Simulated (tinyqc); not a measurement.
Two-band k.p model of the Delta valleys near the X point under shear strain, step by step. Values are carried at full precision from step to step, so a last printed digit may differ when a step is redone from the rounded ones.

Constants: hbar^2/2m0 = 3.80998211 eV angstrom^2.

Inputs chosen for the exercise (near those of Si; the results hold for these values, not for the real material):

| symbol | value | unit | meaning |
|---|---|---|---|
| a | 5.42 | angstrom | lattice constant |
| ml | 0.919 | m0 | longitudinal mass |
| mt | 0.196 | m0 | transverse mass |
| kx0 | 0.143 | 2 pi/a | distance of the minimum from X |
| D | 13.7 | eV | shear deformation potential |
| Mp | 0.233 | m0 | coupling mass |
| exy | -0.0022 |  | shear strain |
| k | (0.056, 0.055, 0.226) | 1/angstrom | wave vector from X |

## Scales

k0 = kx0 2 pi/a; Delta = 2 c k0^2/ml with c = hbar^2/2m0, half the splitting of the two bands at k0; eta = D exy/Delta measures the shear coupling against it.

k0 = 0.16577 1/angstrom
Delta = 0.22786 eV
eta = -0.1323
splitting of the two bands at X, 2 |D exy| = 0.0603 eV

## The Hamiltonian at one k

Valley pair on the [001] axis, kz counted from the X point, c = hbar^2/2m0, k0 = kx0 2 pi/a. H = (c kz^2/ml + c (kx^2 + ky^2)/mt + c k0^2/ml) 1 + (2 c k0 kz/ml) sigma_z + (D exy - 2 c kx ky/Mp) sigma_x, so E = c kz^2/ml + c (kx^2 + ky^2)/mt + c k0^2/ml -/+ sqrt((2 c k0 kz/ml)^2 + (D exy - 2 c kx ky/Mp)^2). Without strain the lower band has its minima, E = 0, at kz = +/- k0. Shifts from diagonal strain are left out.

Fill in the 2 x 2 matrix (sigma_z diagonal) and give its levels.

H(k) (eV):
```
         1        2
1   0.7561  -0.1309
2  -0.1309   0.1348
```

levels (eV): 0.1084  0.7825

## Position, depth and masses of the minimum

For |eta| < 1: k_min = k0 sqrt(1 - eta^2), E_min = -Delta eta^2/2, ml(eta) = ml/(1 - eta^2), 1/m[110] = 1/mt + eta/Mp, 1/m[1-10] = 1/mt - eta/Mp. For |eta| > 1 the minimum sits at X: E_min = -Delta (2 |eta| - 1)/2, ml(eta) = ml/(1 - 1/|eta|), and eta is replaced by its sign in the transverse masses.

k_min = 0.1643 1/angstrom
E_min = -1.99 meV
ml(eta) = 0.935 m0

masses along [110] and [1-10] (m0): 0.2205  0.1764

The minimum has moved 0.9 % of the way to X; electrons are lighter along [1-10] (-10.0 % against mt) and heavier across (+12.5 %).

## The two bands along kz

kx = ky = 0, kz from 0 to 1.6 k0 in steps of 0.2 k0, with and without the strain.

Levels (eV):

| kz/k0 | kz (1/angstrom) | lower | upper | lower, no strain | upper, no strain |
|---|---|---|---|---|---|
| 0.0 | 0.0000 | 0.0838 | 0.1441 | 0.1139 | 0.1139 |
| 0.2 | 0.0332 | 0.0639 | 0.1731 | 0.0729 | 0.1641 |
| 0.4 | 0.0663 | 0.0362 | 0.2282 | 0.0410 | 0.2233 |
| 0.6 | 0.0995 | 0.0149 | 0.2949 | 0.0182 | 0.2917 |
| 0.8 | 0.1326 | 0.0021 | 0.3716 | 0.0046 | 0.3691 |
| 1.0 | 0.1658 | -0.0020 | 0.4577 | 0.0000 | 0.4557 |
| 1.2 | 0.1989 | 0.0029 | 0.5531 | 0.0046 | 0.5514 |
| 1.4 | 0.2321 | 0.0168 | 0.6577 | 0.0182 | 0.6562 |
| 1.6 | 0.2652 | 0.0398 | 0.7714 | 0.0410 | 0.7702 |

## Checks

- Depth of the minimum by numerical search against the closed form (eV): both -0.001993.
- Mass along [110] by finite differences against the closed form: both 0.2205.

Run: tinyqc, `OMP_NUM_THREADS=1 python tinyqc.py 1081510 1081511 out.jsonl`; Intel(R) Xeon(R) Processor @ 2.30GHz, one thread, shared host; about 0.01 s of CPU time with all checks.
